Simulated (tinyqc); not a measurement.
# Absorption coefficient and reflectance from two thicknesses

Inverse problem. With transparent contact layers the responsivity is (1 - Rf)(1 - exp(-al wi)) q lam/(h c). The second absorber is twice as thick as the first. Find al and Rf.

Parameters, values chosen for the exercise:
- lam = 850 nm (wavelength)

Constants: q = 1.602176634e-19 C, h = 6.62607015e-34 J s, c = 299792458 m/s. Results are converted to the units shown.

responsivity for wi = 5 and 10 um (A/W): [0.14197749, 0.25128538]

Solution. The ratio of the responsivities is 1 + exp(-al w1), which gives al; either value then gives 1 - Rf.

al = 523 1/cm
Rf = 0.100

Program tinyqc, `OMP_NUM_THREADS=1 python tinyqc.py 2250122 2250123 out.jsonl`; Intel Xeon 2.30GHz, shared host, one thread, about 0.01 s.
